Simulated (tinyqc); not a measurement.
Inside a calculation. Model: charge control and current of a heterostructure field-effect transistor. Computed by tinyqc, a small Python program that keeps every step. Command: `OMP_NUM_THREADS=1 python tinyqc.py 3008142 3008143 out.jsonl hemt walk`. One thread of a shared host (Intel(R) Xeon(R) Processor @ 2.30GHz), about 0.01 s of CPU time with the checks. Intermediate numbers are printed to about 6 digits and carried at full precision; extremes and crossings named in words are read from the listed rows.

Two subbands in a triangular well; E_F is counted from the conduction band edge of the channel at the interface.

Inputs (values chosen for the exercise, modelled on AlGaN/GaN):

| quantity | value | unit |
|---|---|---|
| channel mass m | 0.2 | m_0 |
| permittivity eps (barrier and channel) | 9.33 | - |
| barrier thickness d | 9.2 | nm |
| Schottky barrier phi_B | 1.3 | eV |
| conduction band offset dE_c | 0.28 | eV |
| polarisation charge sigma/e | 1e+13 | 1/cm^2 |
| gate voltage V_G | 0 | V |
| mobility mu | 2000 | cm^2/(V s) |
| saturation velocity v_s | 1.1 | 1e7 cm/s |
| gate length L | 510 | nm |
| source resistance R_S | 0.86 | ohm mm |
| temperature T | 300 | K |
| mixing | 0.3 | - |
| iteration cap | 200 | - |

Charge source: polarisation. Velocity law: smooth.

Constants: e = 1.602176634e-19 C; eps_0 = 8.8541878128e-12 F/m; k_B = 8.617333262e-05 eV/K; hbar = 1.054571817e-34 J s; m_0 = 9.1093837015e-31 kg; k_B = 1.380649e-23 J/K.

## Threshold and barrier capacitance

Threshold V_T = phi_B - dE_c - sigma d/(eps eps_0) (in volts); C_b = eps eps_0/d.

threshold voltage V_T = -0.764300 V

barrier capacitance C_b = 0.897930 microfarad/cm^2

The device is normally on.

## First iteration

Charge control: n_s = C_b (V_G - V_T - E_F/e)/e. Well: mean field F = e n_s/(2 eps eps_0), E_i = (hbar^2/2m)^(1/3) [(3 pi e F/2)(i + 3/4)]^(2/3), i = 0, 1; n_s = D k_B T sum_i ln(1 + exp((E_F - E_i)/k_B T)), D = m/(pi hbar^2), which is solved in closed form for E_F. Iteration from n_s = C_b (V_G - V_T)/(2e): E_F from n_s, n_out from the charge control, n_new = n_s + mixing (n_out - n_s), kept above n_s/10; stop when |n_out/n_s - 1| < 1e-9.

starting n_s = 2.14174e+12 1/cm^2

E_0 = 100.873 meV

E_1 = 177.458 meV

E_F = 111.380 meV

n_out = 3.65925e+12 1/cm^2

## Sheet density

The formulas are those given above.

Course of the iteration:

| iteration | n_s (1/cm^2) | E_F (meV) | \|n_out/n_s - 1\| |
|---|---|---|---|
| 1 | 2.14174e+12 | 111.380 | 7.08543e-01 |
| 2 | 2.59699e+12 | 133.925 | 3.60381e-01 |
| 3 | 2.87776e+12 | 146.982 | 2.02227e-01 |
| 4 | 3.05235e+12 | 154.836 | 1.19041e-01 |
| 5 | 3.16136e+12 | 159.649 | 7.19234e-02 |
| 6 | 3.22957e+12 | 162.627 | 4.41147e-02 |
| 7 | 3.27231e+12 | 164.481 | 2.73023e-02 |
| ... | ... | ... | ... |
| 38 | 3.34428e+12 | 167.581 | 1.44542e-08 |
| 39 | 3.34428e+12 | 167.581 | 9.07552e-09 |
| 40 | 3.34428e+12 | 167.581 | 5.69833e-09 |
| 41 | 3.34428e+12 | 167.581 | 3.57786e-09 |
| 42 | 3.34428e+12 | 167.581 | 2.24646e-09 |
| 43 | 3.34428e+12 | 167.581 | 1.41051e-09 |
| 44 | 3.34428e+12 | 167.581 | 8.85628e-10 |

sheet density n_s = 3.34428e+12 1/cm^2

Converged in 44 iterations.

## Levels and gate capacitance

C_g = e dn_s/dV_G = 1/(1/C_b + 1/C_q), 1/C_q = d(E_F/e)/d(e n_s) by a central difference of +/- 0.1 % in n_s; added distance dd = eps eps_0/C_q.

E_0 = 135.769 meV

E_1 = 238.846 meV

E_F = 167.581 meV

share in the second subband = 3.97621 %

gate capacitance C_g = 0.723902 microfarad/cm^2

added distance dd = 2.21171 nm

C_g is 81 % of C_b: the finite density of states and the rise of E_0 act as 2.2 nm of extra barrier.

## Saturation current

With V = e n_s/C_g and V_c = v_s L/mu: for v = mu F/(1 + mu F/v_s), V_Dsat = V_c (sqrt(1 + 2V/V_c) - 1) and I/W = C_g v_s (V - V_Dsat); g_m = dI/dV; extrinsic g_m/(1 + g_m R_S); f_T = g_m/(2 pi C_g L).

V = 0.740172 V

V_c = 0.2805 V

V_Dsat = 0.422292 V

saturation current I/W = 253.125 mA/mm

intrinsic g_m = 478.474 mS/mm

extrinsic g_m = 338.986 mS/mm

intrinsic f_T = 20.6267 GHz

V/V_c = 2.64: between the square law and full saturation; I is 43 % of e n_s v_s = 589 mA/mm.

## Gate length

The formulas are those given above.

Scaling; the last columns are v_s/(2 pi L) and mu V/(2 pi L^2):

| L (nm) | I/W (mA/mm) | g_m (mS/mm) | extrinsic g_m (mS/mm) | f_T (GHz) | velocity limit (GHz) | mobility limit (GHz) |
|---|---|---|---|---|---|---|
| 30 | 477.390 | 712.688 | 441.864 | 5.22299e+02 | 583.568 | 2.61782e+04 |
| 60 | 437.721 | 678.705 | 428.560 | 2.48697e+02 | 291.784 | 6.54456e+03 |
| 120 | 387.560 | 631.783 | 409.362 | 1.15752e+02 | 145.892 | 1.63614e+03 |
| 250 | 323.312 | 564.149 | 379.855 | 4.96129e+01 | 70.028 | 3.76967e+02 |
| 500 | 255.126 | 481.113 | 340.308 | 2.11552e+01 | 35.014 | 9.42417e+01 |
| 1000 | 185.884 | 381.845 | 287.450 | 8.39514e+00 | 17.507 | 2.35604e+01 |
| 2000 | 123.762 | 276.380 | 223.304 | 3.03821e+00 | 8.754 | 5.89010e+00 |
| 5000 | 63.216 | 154.269 | 136.199 | 6.78341e-01 | 3.501 | 9.42417e-01 |

f_T scales as L^-1.07 at the short end and L^-1.64 at the long end; the two limits cross at L = mu V/v_s = 1350 nm. g_m tends to C_g v_s = 796 mS/mm, and R_S cuts it by 38 % at the shortest gate. Fringe capacitances and short-channel effects, left out, lower f_T once L is below about ten barrier thicknesses.

Checks made by the program: iterated density against a bracketing root search (relative difference 7e-10).
